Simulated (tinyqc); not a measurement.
Ballistic Schottky-barrier transistor with a two-dimensional channel, WKB contacts: two steps of the calculation.

Source Fermi level 0, drain Fermi level -Vd. Far from the contacts Ec = pn - psi, and the gate moves psi one to one; the band edges relax as exp(-x/lam) from pn at the source and pn - Vd at the drain; Ev = Ec - Eg. A carrier of energy w inside the channel band meets at a contact a barrier of height D (the contact edge beyond the channel edge): T = 1 for w >= D, else exp(-S), S = 4 lam sqrt(m/C) [sqrt(D - w) - sqrt(w) arctan sqrt((D - w)/w)], C = hbar^2/(2 m0). The two contacts combine as Ts Td/(Ts + Td - Ts Td).

Parameters, values chosen for the exercise; channel values close to those of a molybdenum disulphide layer:
- T = 300 K (temperature)
- pn = 0.19 eV (barrier for electrons at both contacts)
- mn = 0.47 m0 (electron mass)
- g = 2 (valleys or subbands)
- lam = 4.2 nm (screening length at the contacts)
- Vd = 0.1 V (drain bias)
- ps = 0.2 V (band shift psi of the channel by the gate)
- w0 = 0.095 eV (energy of one carrier inside the channel band)
- wm = 0.38 eV (upper end of the grid)
- nE = 17 (points of the grid)

Constants: q = 1.602176634e-19 C, kB = 1.380649e-23 J/K, hbar = 1.054571817e-34 J s, h = 6.62607015e-34 J s, m0 = 9.1093837015e-31 kg, Vt = kB T/q, hbar^2/(2 m0) = 0.0380998212 eV nm^2. Results are converted to the units shown.

Question 1. Transmission of one of the electrons. S and T at both contacts for w = w0, and the tunnelling distance lam ln(D/w) at the higher barrier.

D for electrons (eV): source 0.20000000, drain 0.10000000

Give: S at the source; S at the drain; combined T; tunnelling distance.

Answer 1.

S at the source = 4.3813
S at the drain = 0.070971
combined T = 0.012497
tunnelling distance = 3.1266 nm

Question 2. Current of the electrons on a coarse grid. I/W = g (2 q^2/h) int T(w) [N(Es + w) - N(Ed + w)] dw with w the energy of motion along the channel, N(y) = (1/2 pi) sqrt(pi m kB T/C) Fm(-y/kB T), Fm(x) = (1/sqrt(pi)) int_0^infinity u^(-1/2)/(1 + exp(u - x)) du. Electrons: Ds = psi, Dd = psi - Vd, Es = Ec, Ed = Ec + Vd. Holes: Ds = -psi, Dd = Vd - psi, Es = -Ev, Ed = -Ev - Vd. The size of each current is taken; both flow from drain to source and add. Simpson's rule on nE equally spaced w from 0 to wm.

Wanted: w; Ts; Td; T; size of the supply difference; current.

Answer 2.

| point | w (eV) | Ts | Td | T | size of the supply difference (1/um) |
|---|---|---|---|---|---|
| 0 | 0.0000 | 3.465e-12 | 7.877e-9 | 3.463e-12 | 116.3 |
| 1 | 0.0238 | 1.137e-6 | 0.001309 | 1.136e-6 | 65.19 |
| 2 | 0.0475 | 8.369e-5 | 0.04514 | 8.355e-5 | 31.36 |
| 3 | 0.0712 | 0.001495 | 0.3357 | 0.001491 | 13.68 |
| 4 | 0.0950 | 0.01251 | 0.9315 | 0.01250 | 5.670 |
| 5 | 0.1187 | 0.06285 | 1.000 | 0.06285 | 2.299 |
| 6 | 0.1425 | 0.2136 | 1.000 | 0.2136 | 0.9232 |
| 7 | 0.1663 | 0.5192 | 1.000 | 0.5192 | 0.3693 |
| 8 | 0.1900 | 0.9045 | 1.000 | 0.9045 | 0.1475 |
| 9 | 0.2137 | 1.000 | 1.000 | 1.000 | 0.05890 |
| 10 | 0.2375 | 1.000 | 1.000 | 1.000 | 0.02351 |
| 11 | 0.2612 | 1.000 | 1.000 | 1.000 | 0.009380 |
| 12 | 0.2850 | 1.000 | 1.000 | 1.000 | 0.003743 |
| 13 | 0.3088 | 1.000 | 1.000 | 1.000 | 0.001494 |
| 14 | 0.3325 | 1.000 | 1.000 | 1.000 | 5.961e-4 |
| 15 | 0.3563 | 1.000 | 1.000 | 1.000 | 2.379e-4 |
| 16 | 0.3800 | 1.000 | 1.000 | 1.000 | 9.491e-5 |

current = 3.154 uA/um

Range of the model: No scattering, image-force lowering, channel charge or band-to-band tunnelling; parabolic kappa overstates S deep in the gap.

Numbers from tinyqc (`OMP_NUM_THREADS=1 python tinyqc.py 2390036 2390037 out.jsonl`; about 0.2 s on one thread of a shared Intel Xeon 2.30GHz).
